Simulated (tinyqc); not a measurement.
Comparisons within one model: mean-field antiferromagnet of the Hubbard model on the square lattice. A value that a table varies takes the place of the one given here.

e(k) = -2 t (cx + cy) - 4 t2 cx cy, ci = cos ki; one electron a site; Q = (pi, pi). <n_up - n_dn> = m cos(Q.R) gives Delta = U m/2 and bands E = e+ -/+ sqrt(e-^2 + Delta^2), e+- = (e(k) +- e(k + Q))/2 (the constant U/2 is dropped). Means run over the mesh k_i = 2 pi (j + 1/2)/N of the whole zone: mu from mean(f(E-) + f(E+)) = 1; m(out) = mean of Delta (f(E-) - f(E+))/sqrt(e-^2 + Delta^2); free energy per site F = -kT mean[ln(1 + exp(-(E- - mu)/kT)) + ln(1 + exp(-(E+ - mu)/kT))] + mu + U m^2/4. Order at T > 0 in two dimensions is an artefact of mean field.

Constants: kB = 8.617333262e-05 eV/K.

Parameters, chosen for this exercise:

| symbol | value | unit | meaning |
|---|---|---|---|
| t | 0.99 | eV | nearest hopping |
| t2 | 0 | eV | second hopping |
| T | 600 | K |  |
| U | 8.51 | eV | on-site repulsion |

## From weak to strong coupling

Mesh N = 48, start m = 0.9, at most 400 steps; U takes the listed multiples of t. The gap (negative: overlap) is read for that Delta on the unshifted mesh N = 64, which holds the band extrema.

Results:

| U/t | m | Delta (eV) | gap (eV) | F - F(0) (meV) | J = 4 t^2/U (meV) |
|---|---|---|---|---|---|
| 1.5 | 0.242 | 0.180 | 0.359 | -2.56 | 2640 |
| 2.0 | 0.376 | 0.372 | 0.744 | -14.83 | 1980 |
| 3.0 | 0.566 | 0.841 | 1.681 | -71.99 | 1320 |
| 4.0 | 0.691 | 1.367 | 2.735 | -171.41 | 990 |
| 5.0 | 0.772 | 1.912 | 3.823 | -305.01 | 792 |
| 6.0 | 0.827 | 2.457 | 4.915 | -464.12 | 660 |
| 8.0 | 0.893 | 3.535 | 7.071 | -833.57 | 495 |
| 12.0 | 0.948 | 5.633 | 11.266 | -1681.60 | 330 |
| 20.0 | 0.981 | 9.707 | 19.415 | -3537.93 | 198 |

What does this show, and why?

Every row has a moment above 0.02; a gap is open from U/t = 1.5 on. With t2 = 0 the Fermi surface is nested by Q, so at zero temperature and on an infinite mesh any U orders; at small U the finite mesh and kT = 0.052 t can suppress or reduce the moment. At U/t = 20 m has reached 0.981 and the gap is 0.98 U. Mean field leaves out spin fluctuations, which lower m (at large U to about 0.6 on the square and 0.85 on the simple cubic lattice) and the ordering temperature, which is zero in two dimensions.

## Order against temperature

Mesh N = 48, start m = 0.9, at most 400 steps; Delta(50 K) = 3.8523 eV.

Results:

| T (K) | kT/Delta(50 K) | m | Delta (eV) |
|---|---|---|---|
| 2240 | 0.050 | 0.905 | 3.8523 |
| 6710 | 0.150 | 0.904 | 3.8449 |
| 11180 | 0.250 | 0.873 | 3.7159 |
| 15650 | 0.350 | 0.770 | 3.2773 |
| 18780 | 0.420 | 0.625 | 2.6587 |
| 21460 | 0.480 | 0.398 | 1.6921 |
| 24140 | 0.540 | 0.000 | 0.0000 |
| 26820 | 0.600 | 0.000 | 0.0000 |
| 31290 | 0.700 | 0.000 | 0.0000 |

What does this show, and why?

The moment is below 0.02 from 24140 K on (kT/Delta = 0.54); close to the transition 400 steps may not suffice, so a small m in the row before can be unconverged. Weak-coupling theory puts the transition at 0.567 and the atomic limit at 0.5. At U/t = 8.6 this scale marks the loss of local moments, while order between them is lost on the scale J = 4 t^2/U = 5346 K. In two dimensions fluctuations forbid long-range order at any finite T, which mean field misses.

## Mesh

Start m = 0.9, at most 400 steps.

Results:

| N | m | Delta (eV) |
|---|---|---|
| 4 | 0.9043 | 3.8477 |
| 6 | 0.9053 | 3.8523 |
| 8 | 0.9054 | 3.8523 |
| 12 | 0.9054 | 3.8523 |
| 16 | 0.9054 | 3.8523 |
| 24 | 0.9054 | 3.8523 |
| 48 | 0.9054 | 3.8523 |

What does this show?

m spans 0.9043 to 0.9054; it stays within 0.002 of the last value from N = 4 on. The level spacing across the Fermi surface, about 4 pi t/N, should fall below the larger of Delta = 3.852 eV and kT, a rough rule that asks for N above about 3.2.

## What moves the order

Mesh N = 48, start m = 0.9; the gap (negative: overlap) is read for that Delta on the unshifted mesh N = 64. Each row changes one parameter from the base and keeps the others.

Results:

| case | m | Delta (eV) | gap (eV) |
|---|---|---|---|
| base | 0.9054 | 3.8523 | 7.7046 |
| U = 9.361 eV | 0.9201 | 4.3064 | 8.6129 |
| t = 1.089 eV | 0.8883 | 3.7799 | 7.5597 |
| t2 = -0.05 eV | 0.9054 | 3.8523 | 7.5046 |
| T = 1200 K | 0.9054 | 3.8523 | 7.7046 |

What can be read from the table?

The largest shifts from the base row, up to three for each result and ties (the steps differ in size, so this ranks the rows, not the parameters). m: t -0.0170, U +0.0147; unchanged at the printed digits by t2 and T. Delta (eV): U +0.4541, t -0.0724; unchanged at the printed digits by t2 and T. gap (eV): U +0.9083, t2 -0.2000, t -0.1449; unchanged at the printed digits by T.

tinyqc: `OMP_NUM_THREADS=1 python tinyqc.py 1650952 1650953 out.jsonl`; about 0.2 s, one thread, shared Intel(R) Xeon(R) Processor @ 2.30GHz.
